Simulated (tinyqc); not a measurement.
Thickness of the film: ellipsoidal valleys in the axes of a wafer and a channel.

Valleys with axes a along x, y and z, two valleys each; inverse mass tensor w = 1/mt + (1/ml - 1/mt) a a. Device axes: z = nz/|nz|, x = nx/|nx|, y = z cross x; in them a = (ax, ay, az). Confinement mass mz = 1/w_zz. In the plane w_ij is replaced by u_ij = w_ij - w_iz w_jz/w_zz (i, j = x, y); density-of-states mass md = 1/sqrt(det u); conductivity mass along x mc = 1/u_xx; ballistic transport mass mx = u_yy/det u, width mass my = 1/u_yy.

Hard walls: E_n = c (n pi/t)^2/mz, c = hbar^2/2m0, n = 1, 2, 3. Non-degenerate share of a valley proportional to md sum_n exp(-E_n/kT); mean 1/mc = sum of share/mc. 1 nm = 10 angstrom.

Constants: hbar^2/2m0 = 3.80998211 eV angstrom^2; kB = 8.617333262e-05 eV/K.

Parameters, chosen for this exercise (near those of the Delta valleys of Si; not measured data):
- ml = 0.882 m0 (longitudinal mass)
- mt = 0.198 m0 (transverse mass)
- nz = (0, 0, 1) (surface normal (confinement))
- nx = (1, 1, 0) (channel direction)
- T = 77 K (temperature)

Share of the lowest ladder and mean conductivity mass.

Results:
```
t (nm),lowest E1 (meV),spread of E1 (meV),share of the lowest ladder,mean mc
2.0,106.6,368.2,1.000,0.1980
3.0,47.4,163.6,1.000,0.1980
4.0,26.6,92.1,1.000,0.1980
5.0,17.1,58.9,0.999,0.1980
7.0,8.7,30.1,0.957,0.2013
14.0,2.2,7.5,0.512,0.2442
```

Give the missing row, t (nm) = 10.0.

Computed row:
```
t (nm)  lowest E1 (meV)  spread of E1 (meV)  share of the lowest ladder  mean mc
10.0                4.3                14.7                       0.715   0.2226
```

The spread falls as 1/t^2 and stays above kT = 6.6 meV; the share of the lowest ladder goes from 1.000 to 0.512 and the mean mass goes from 0.1980 to 0.2442, against 0.2670 for equal shares, the limit of a thick film (the bulk value 3/(1/ml + 2/mt) is 0.2670). Three subbands a valley become too few once E3 nears kT.

(tinyqc, `OMP_NUM_THREADS=1 python tinyqc.py 1850421 1850422 out.jsonl`, Intel(R) Xeon(R) Processor @ 2.30GHz, 1 thread, shared host, about 0.01 s.)
